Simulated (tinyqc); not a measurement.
Inversion-layer mobility, back-scattering and ballistic limit of a field-effect transistor: one step, computed by the program tinyqc. Command: `OMP_NUM_THREADS=1 python tinyqc.py 3008687 3008688 out.jsonl mos walk`. One thread of a shared host (Intel(R) Xeon(R) Processor @ 2.30GHz), about 0.01 s of CPU time with the checks.

The charge at the top of the source barrier is fixed by the gate; series resistance and short-channel effects are left out. F_j are Fermi integrals normalised to exp(eta) in the classical limit.

Question. Back-scattering. F_j(eta) = (1/Gamma(j + 1)) int_0^infinity x^j/(1 + exp(x - eta)) dx, F_0 = ln(1 + exp(eta)). Integrals over x = E/(k_B T) use 160 Gauss-Legendre points in u = sqrt(x) from 0 to sqrt(max(eta, 0) + 32). Ballistic channel: N_2D = g_v m k_B T/(pi hbar^2), U = e V_D/(k_B T); eta_F solves N_inv = (N_2D/2)[F_0(eta_F) + F_0(eta_F - U)]; v_T = sqrt(2 k_B T/(pi m)); I/W = e (N_2D/2) v_T [F_1/2(eta_F) - F_1/2(eta_F - U)]; injection velocity v_T F_1/2(eta_F)/F_0(eta_F). Mean free path lambda = (2 k_B T/e)(mu/v_T) F_0(eta_0)/F_-1/2(eta_0), with eta_0 from N_inv = N_2D F_0(eta_0); critical length l = L (1 + U)^(-a), an empirical rule; back-scattering r = l/(l + lambda). Then eta solves N_inv = (N_2D/2)[(1 + r) F_0(eta) + (1 - r) F_0(eta - U)] and I/W = e (N_2D/2) v_T (1 - r)[F_1/2(eta) - F_1/2(eta - U)]. Ballistic ratio: I over the ballistic current. Apparent mobility 1/(1/mu + 1/mu_B), mu_B = mu L/lambda.

Inputs (values chosen for the exercise, modelled on a strained silicon n-channel):

| quantity | value | unit |
|---|---|---|
| transport mass m | 0.19 | m_0 |
| valley degeneracy g_v | 2 | - |
| drain voltage V_D | 0.66 | V |
| channel length L | 14 | nm |
| exponent a of the critical length | 0.81 | - |
| temperature T | 300 | K |

Statistics at the top of the barrier: Fermi-Dirac.

inversion density N_inv = 1.456268e+12 1/cm^2

effective mobility mu = 638.0808 cm^2/(V s)

Constants: m_0 = 9.1093837015e-31 kg; k_B = 1.380649e-23 J/K; hbar = 1.054571817e-34 J s; k_B = 8.617333262e-05 eV/K; e = 1.602176634e-19 C.

Give: eta_0; mean free path lambda; critical length l; back-scattering coefficient r; current I/W; ballistic ratio; apparent low-field mobility.

Answer.

eta_0 = -0.8533

mean free path lambda = 28.71 nm

critical length l = 0.9838 nm

back-scattering coefficient r = 0.03313

current I/W = 297.3 microampere/micrometre

ballistic ratio = 0.9329

apparent low-field mobility = 209.2 cm^2/(V s)

L/lambda = 0.49, but at this drain voltage only the first 0.984 nm can return a carrier to the source, so the device works at 93 % of its ballistic limit.
